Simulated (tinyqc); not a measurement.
# Inputs raised by 5 %, one at a time

Model: Froehlich polaron in a polar crystal. Computed by tinyqc, a small Python program. Command: `OMP_NUM_THREADS=1 python tinyqc.py 3012907 3012908 out.jsonl frohlich sens`. One thread of a shared host (Intel(R) Xeon(R) Processor @ 2.30GHz), about 0.2 s of CPU time with the checks.

One electron in a parabolic band of mass m*, coupled to dispersionless LO phonons in the continuum model. Energies are in units of hbar omega unless marked, wave numbers in k_0 = sqrt(2 m* omega/hbar).

Inputs (values chosen for the exercise, modelled on gallium arsenide): band mass m* = 0.0654 m_0; LO phonon energy hbar omega = 35.1 meV; eps_inf = 10.9; static dielectric constant eps_s = 13.5; temperature T = 150 K.

Constants: hbar^2/(2 m_0) = 3.80998212 eV angstrom^2; e^2/(4 pi eps_0) = 14.39964548 eV angstrom; k_B = 8.617333262e-05 eV/K; hbar = 6.582119569e-16 eV s; e = 1.602176634e-19 C; m_0 = 9.1093837015e-31 kg.

Method:
- 1/eps* = 1/eps_inf - 1/eps_s; k_0 = sqrt(2 m* omega/hbar) = sqrt(m* hbar omega / (hbar^2/(2 m_0))) with m* in m_0; alpha = (e^2/(4 pi eps_0)) k_0/(2 eps* hbar omega); polaron length 1/k_0.
- Feynman's bound: E(v, w) = 3 (v - w)^2/(4 v) - (alpha v/sqrt(pi)) int_0^infinity e^-u D(u)^(-1/2) du, D = w^2 u + ((v^2 - w^2)/v)(1 - e^(-v u)); integrals by 80 Gauss-Legendre points in s from 0 to 1 with u = 40 s^2.
- Minimise over v > w > 0 (simplex search); mass m_p/m* = 1 + (alpha v^3/(3 sqrt(pi))) int u^2 e^-u D^(-3/2) du.
- Scattering by absorption of an LO phonon: 1/tau = 2 alpha omega n, n = 1/(exp(hbar omega/(k_B T)) - 1); mu = e tau/m*, the weak-coupling result for k_B T well below hbar omega.

Runs:
```
input moved                          from       to  coupling constant alpha  polaron length 1/k_0 (angstrom)  m_p/m*, Feynman  mobility (cm^2/(V s))
base run                                -        -                  0.08896                           40.740            1.015                  39998
band mass m* (m_0)                 0.0654  0.06867                  0.09116                           39.758            1.015                  37175
LO phonon energy hbar omega (meV)    35.1   36.855                  0.08682                           39.758            1.015                  45113
eps_inf                              10.9   11.445                  0.06697                           40.740            1.011                  53136
static dielectric constant eps_s     13.5   14.175                  0.10672                           40.740            1.018                  33342
temperature T (K)                     150    157.5                  0.08896                           40.740            1.015                  34803
```

Exponents ln(y'/y) / ln(x'/x):
```
input                             coupling constant alpha  polaron length 1/k_0  m_p/m*, Feynman  mobility
band mass m*                                        0.500                  -0.5            0.000    -1.500
LO phonon energy hbar omega                        -0.500                  -0.5            0.000     2.466
eps_inf                                            -5.821                   0.0           -0.081     5.821
static dielectric constant eps_s                    3.731                   0.0            0.060    -3.731
temperature T                                       0.000                   0.0            0.000    -2.852
```

Among the inputs moved here: coupling constant alpha answers most in size to eps_inf (exponent -5.821), next to static dielectric constant eps_s (+3.731); its exponent is below 0.0005 for temperature T. Its exponent +0.500 in band mass m*: alpha goes as sqrt(m*). Its exponent -0.500 in LO phonon energy hbar omega: alpha goes as omega^(-1/2). Polaron length 1/k_0 answers most in size to band mass m* (exponent -0.500), and about equally to LO phonon energy hbar omega (-0.500); its exponent is below 0.0005 for eps_inf, static dielectric constant eps_s, temperature T. Its exponent -0.500 in band mass m*: the length goes as m*^(-1/2). m_p/m*, Feynman answers most in size to eps_inf (exponent -0.081), next to static dielectric constant eps_s (+0.060); its exponent is below 0.0005 for band mass m*, LO phonon energy hbar omega, temperature T. mobility answers most in size to eps_inf (exponent +5.821), next to static dielectric constant eps_s (-3.731). Its exponent -1.500 in band mass m*: alpha gives m*^(-1/2) and e tau/m* another 1/m*.

Caution (all rows): this mobility formula holds for weak coupling and k_B T well below hbar omega, and it leaves out all other scattering.
